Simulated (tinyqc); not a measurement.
Worked calculation: inversion layer as a triangular well, valleys of the Si type. Values are carried at full precision from step to step, so a last printed digit may differ when a step is redone from the rounded ones.

Six ellipsoidal valleys with their long axes along the cube axes, mass ml along the axis and mt across it. For a valley whose axis makes the angle theta with the surface normal, 1/m_z = cos^2(theta)/ml + sin^2(theta)/mt sets the confinement; in the plane the masses are m_1 = mt and m_2 = ml mt/m_z, and m_d = sqrt(m_1 m_2).

Constants: e^2/(4 pi eps0) = 14.39964547 eV angstrom; hbar^2/2m0 = 3.80998211 eV angstrom^2; kB = 8.617333262e-05 eV/K.

Inputs chosen for the exercise (near those of Si; shifted at random, so the results belong to these values and not to a real crystal):
- ml = 0.909 m0 (longitudinal mass)
- mt = 0.193 m0 (transverse mass)
- face = 100 (surface)
- eps = 11.9 (dielectric constant)
- Ns = 3.2 x 1e12/cm^2 (electron sheet density)
- Nd = 1.7 x 1e12/cm^2 (depletion charge)
- eta = 0.5 (share of Ns in the effective field)
- T = 300 K (temperature)
- tox = 25 angstrom (SiO2-equivalent oxide thickness)

## Valley masses on the (100) face

Group the valleys by their angle to the normal, heaviest m_z first.

Valleys (masses in m0):

| valleys g | cos^2(theta) | m_z | m_1 | m_2 | m_d |
|---|---|---|---|---|---|
| 2 | 1.0000 | 0.9090 | 0.1930 | 0.1930 | 0.1930 |
| 4 | 0.0000 | 0.1930 | 0.1930 | 0.9090 | 0.4189 |

The 2 valleys with the heaviest m_z will give the lowest ladder of subbands.

## Effective field

The field is taken as constant, e F = 4 pi (e^2/4 pi eps0)(Nd + eta Ns)/eps, with 1e12/cm^2 = 1e-4/angstrom^2, and the oxide as a hard wall at z = 0; c = hbar^2/2m0.

Find e F, and F in MV/cm (1 MV/cm = 0.01 V/angstrom).

e F = 0.00501798 eV/angstrom
F = 0.5018 MV/cm

## Subband ladders

Level j of a valley lies at E_j = a_j (c (e F)^2/m_z)^(1/3) above the band edge at the surface, with the Airy zeros a_j = 2.338107, 4.087949, 5.520560, 6.786708, 7.944134, 9.022651, 10.040174, 11.008524, 11.936016, 12.828777, and has <z> = 2 E_j/(3 e F).

The ten lowest levels of all groups of valleys together, j = 0, 1, ..., c = hbar^2/2m0; primes mark the groups with lighter m_z.

Subbands:

| label | valleys g | m_d (m0) | E (eV) | <z> (angstrom) |
|---|---|---|---|---|
| 0 | 2 | 0.1930 | 0.1105 | 14.68 |
| 0' | 4 | 0.4189 | 0.1852 | 24.61 |
| 1 | 2 | 0.1930 | 0.1932 | 25.67 |
| 2 | 2 | 0.1930 | 0.2609 | 34.66 |
| 3 | 2 | 0.1930 | 0.3207 | 42.61 |
| 1' | 4 | 0.4189 | 0.3238 | 43.02 |
| 4 | 2 | 0.1930 | 0.3754 | 49.88 |
| 5 | 2 | 0.1930 | 0.4264 | 56.65 |
| 2' | 4 | 0.4189 | 0.4373 | 58.10 |
| 6 | 2 | 0.1930 | 0.4745 | 63.04 |

The second subband is 0', 74.7 meV above the first.

## Fermi level and populations

Subband i holds n_i = g m_d/(2 pi c) kB T ln(1 + exp((EF - E_i)/kB T)) (spin included), and EF is fixed by sum n_i = Ns over the levels listed or, where none are listed, over j = 0 to 9 of each group; 1e12/cm^2 = 1e-4/angstrom^2.

Solve for EF; c = hbar^2/2m0. The mean distance is sum n_i <z>_i/Ns.

EF = 0.1029 eV

Populations:

| label | (EF - E)/kB T | n (1e12/cm^2) | share (%) |
|---|---|---|---|
| 0 | -0.29 | 2.325 | 72.7 |
| 0' | -3.18 | 0.736 | 23.0 |
| 1 | -3.49 | 0.125 | 3.9 |
| 2 | -6.11 | 0.009 | 0.3 |
| 3 | -8.42 | 0.001 | 0.0 |
| 1' | -8.54 | 0.004 | 0.1 |
| 4 | -10.54 | 0.000 | 0.0 |
| 5 | -12.51 | 0.000 | 0.0 |
| 2' | -12.93 | 0.000 | 0.0 |
| 6 | -14.37 | 0.000 | 0.0 |

mean distance from the surface = 17.49 angstrom

The lowest subband holds 72.7 % of the electrons and is partly degenerate (EF within a few kB T of its edge).

## Effect on the gate capacitance

The charge sits at the mean distance <z> from the surface, which adds (3.9/eps) <z> to the oxide thickness; C/Cox = tox/(tox + 3.9 <z>/eps). The density-of-states term is left out.

added thickness = 5.73 angstrom
C/Cox = 0.813

## Checks

- Lowest level by finite differences against the Airy formula, eV: both 0.1105.

(tinyqc, `OMP_NUM_THREADS=1 python tinyqc.py 1251359 1251360 out.jsonl`, Intel(R) Xeon(R) Processor @ 2.30GHz, 1 thread, shared host, about 0.05 s.)
